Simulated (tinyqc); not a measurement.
Bound state in one dimension: Numerov shooting, finite differences, DVR, step by step. Computed by tinyqc, a small Python program that keeps every step. Settings: points = 48. Command: `OMP_NUM_THREADS=1 python tinyqc.py 30997 30998 out.jsonl` (the two numbers bound the seeds that draw the settings). One thread of a shared host (Intel(R) Xeon(R) Processor @ 2.60GHz), about 0.01 s of CPU time with the checks.

## Numerov steps at E = 0.1

One particle of mass 1 in V = 7.48 (1 - exp(-0.89 x))^2 (atomic units), psi = 0 at both ends:

| parameter | value |
|---|---|
| left end | -1.600000 |
| right end | 7 |
| intervals | 48 |
| h | 0.179167 |
| state sought (nodes) | 3 |

k_i = 2 m (E - V_i); (1 + h^2 k_(i+1)/12) y_(i+1) = 2 (1 - 5 h^2 k_i/12) y_i - (1 + h^2 k_(i-1)/12) y_(i-1), from y_0 = 0, y_1 = 0.001.

Points along the way:

| i | x | V | k | y |
|---|---|---|---|---|
| 0 | -1.600000 | 74.394859 | -148.589717 | 0.000000 |
| 1 | -1.420833 | 48.313811 | -96.427622 | 0.001000 |
| 2 | -1.241667 | 30.505562 | -60.811123 | 0.005469 |
| 3 | -1.062500 | 18.541456 | -36.882912 | 0.021183 |
| 4 | -0.883333 | 10.681024 | -21.162047 | 0.062209 |
| 5 | -0.704167 | 5.680373 | -11.160746 | 0.144866 |
| 16 | 1.266667 | 3.419234 | -6.638468 | 4.894806 |
| 17 | 1.445833 | 3.919154 | -7.638308 | 7.495910 |
| 18 | 1.625000 | 4.372316 | -8.544633 | 11.989621 |
| 19 | 1.804167 | 4.778260 | -9.356521 | 19.874452 |
| 20 | 1.983333 | 5.138600 | -10.077200 | 33.922202 |
| 21 | 2.162500 | 5.456172 | -10.712344 | 59.311472 |

## Bisection on the node count

With more sign changes than the state has nodes (the last point included) the energy is too high, else too low; the bracket starts as 0.1 to 10.

Trials:

| trial | E | sign changes | y at the right end | next |
|---|---|---|---|---|
| 1 | 5.05000000 | 2 | 2.46e+03 | raise |
| 2 | 7.52500000 | 4 | 2.64e-01 | lower |
| 3 | 6.28750000 | 3 | -1.34e+01 | raise |
| 4 | 6.90625000 | 3 | -3.00e+00 | raise |
| 5 | 7.21562500 | 4 | 5.52e-02 | lower |
| 6 | 7.06093750 | 3 | -9.31e-01 | raise |
| 7 | 7.13828125 | 3 | -3.25e-01 | raise |
| 8 | 7.17695312 | 3 | -1.10e-01 | raise |
| 9 | 7.19628906 | 3 | -2.16e-02 | raise |
| 10 | 7.20595703 | 4 | 1.82e-02 | lower |
| 11 | 7.20112305 | 3 | -1.30e-03 | raise |
| 12 | 7.20354004 | 4 | 8.56e-03 | lower |
| 13 | 7.20233154 | 4 | 3.66e-03 | lower |
| 14 | 7.20172729 | 4 | 1.19e-03 | lower |
| ... | ... | ... | ... | ... |
| 28 | 7.20143804 | 3 | -1.23e-07 | raise |
| 29 | 7.20143806 | 3 | -4.69e-08 | raise |
| 30 | 7.20143807 | 3 | -9.07e-09 | raise |

eigenvalue = 7.20143807 hartree

## The same grid by other methods

Three-point finite differences and the sine-DVR kinetic matrix of Colbert and Miller on the same points.

Lowest levels (hartree):

| state | finite differences | DVR |
|---|---|---|
| 0 | 1.611971 | 1.622166 |
| 1 | 4.241056 | 4.272425 |
| 2 | 6.087885 | 6.130584 |
| 3 | 7.171742 | 7.202058 |
| 4 | 7.728616 | 7.757604 |
| 5 | 8.393606 | 8.446752 |
